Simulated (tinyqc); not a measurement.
What each value does: bond unit of a tetrahedral oxide and its oxygen vacancy in tight binding.

Two sp3 hybrids h1, h2 at eh = (es + 3 ep)/4 point at one oxygen with orbitals s, px, py, pz; x joins the two cations, z bisects the angle phi, and th = (180 - phi)/2. With u = hbar^2/(m d^2) = 2c/d^2, c = hbar^2/2m0: Vhs = -(1.32 + sqrt3 x 1.42) u/2 and Vhp = (1.42 + sqrt3 x 2.22) u/2. <h|s> = Vhs for both; <h1|px> = Vhp cos(th), <h2|px> = -Vhp cos(th); <h|pz> = Vhp sin(th) for both; py is a lone pair. The unit holds 8 electrons. Coupling between units, which widens the levels into bands, is left out.

Constants: hbar^2/2m0 = 3.80998211 eV angstrom^2.

Inputs chosen for the exercise (near tabulated values for SiO2; the results hold for these values, not for the real material): es = -14.81 eV (s level of the cation); ep = -7.6 eV (p level of the cation); eos = -33.99 eV (s level of oxygen); eop = -16.49 eV (p level of oxygen); d = 1.61 angstrom (cation-oxygen distance); phi = 148 degrees (bond angle at oxygen); R = 2.63 angstrom (cation-cation distance across the vacancy).

Spacing from the highest filled to the lowest empty level, excess electrons on oxygen (their number less 6), and the vacancy bond level eh - V2 - eop, V2 = 3.22 x 2c/R^2.

Results for these values:
```
case  spacing (eV)  excess on O  vacancy level (eV)
base       10.2068       1.0319              3.5402
```

What happens to each result for eos = -31.99 eV, all else kept?

Answer: spacing rises from 10.2068 to 10.3538; excess on O falls from 1.0319 to 1.0181; vacancy level does not change at the printed digits.

The same for each parameter in turn:
```
case               spacing (eV)  excess on O  vacancy level (eV)
base                    10.2068       1.0319              3.5402
es = -14.31 eV          10.3140       1.0405              3.6652
ep = -7.1 eV            10.5289       1.0574              3.9152
eos = -31.99 eV         10.3538       1.0181              3.5402
eop = -15.99 eV          9.7459       0.9995              3.0402
d = 1.65 angstrom        9.9543       1.0614              3.5402
phi = 140 degrees       10.6049       0.9887              3.5402
R = 2.78 angstrom       10.2068       1.0319              3.9127
```

Computed by tinyqc, a small Python program: `OMP_NUM_THREADS=1 python tinyqc.py 1482132 1482133 out.jsonl` (the numbers bound the seed that draws the inputs); one thread of a shared host (Intel(R) Xeon(R) Processor @ 2.30GHz), about 0.01 s for the whole set of steps.
